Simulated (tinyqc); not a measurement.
Energy against coordination: Tersoff bond-order potential. Computed by tinyqc, a small Python program. Command: `OMP_NUM_THREADS=1 python tinyqc.py 3025698 3025699 out.jsonl tersoff walk`. One thread of a shared host (Intel(R) Xeon(R) Processor @ 2.30GHz), about 0.01 s of CPU time with the checks.

E = (1/2) sum_(i, j != i) [A exp(-lambda r_ij) - b_ij B exp(-mu r_ij)], b_ij = (1 + (beta zeta_ij)^n)^(-1/(2n)), zeta_ij = sum_(k != i, j) g(theta_ijk), g = 1 + c^2/d^2 - c^2/(d^2 + (h - cos theta)^2), with theta at atom i. Only nearest neighbours count (cut-off function 1 for them, 0 beyond).

Inputs (values chosen for the exercise, modelled on germanium):
```
quantity     value        unit
A           1782.8          eV
B           422.96          eV
lambda      2.4451  1/angstrom
mu          1.7047  1/angstrom
beta      8.98e-07           -
n           0.7534           -
c           107800           -
d            15.75           -
h          -0.4458           -
```

Method. Angles seen from one bond (cos theta: count): chain -1: 1; graphitic -1/2: 2; diamond -1/3: 3; square net 0: 2, -1: 1; simple cubic 0: 4, -1: 1; bcc 1/3: 3, -1/3: 3, -1: 1; fcc 1/2: 4, 0: 2, -1/2: 4, -1: 1. With z equal bonds of order b, r = ln(lambda A/(mu b B))/(lambda - mu) and E per atom = -(z/2) b B exp(-mu r)(1 - mu/lambda).

Relaxed structures:
```
structure      z        zeta       b  r (angstrom)  E per atom (eV)  E per bond (eV)
dimer          1           0  1.0000        2.4303          -1.0168          -2.0335
chain          2  5.7932e+04  0.9343        2.5221          -1.6247          -1.6247
graphitic      3  1.1115e+03  0.9964        2.4352          -3.0139          -2.0093
diamond        4  7.1688e+03  0.9854        2.4501          -3.8748          -1.9374
square net     4  1.3294e+05  0.8852        2.5949          -2.7193          -1.3596
simple cubic   6  2.0794e+05  0.8478        2.6532          -3.5366          -1.1789
bcc            8  4.0819e+05  0.7746        2.7753          -3.4990          -0.8747
fcc           12  8.0847e+05  0.6806        2.9499          -3.4241          -0.5707
```

The lowest are diamond, simple cubic and bcc, the first two 0.338 eV apart. The bond order falls from 1 to 0.681 and the bond weakens from -2.03 to -0.57 eV, as b^(lambda/(lambda - mu)) with exponent 3.30. With the same z = 4 the square net lies 1.16 eV above diamond, from its angles alone. Caution: in bcc and other dense structures second neighbours can fall inside the usual cut-off; they are left out here.

Extremes, crossings and ranges named in words are read from the listed rows.
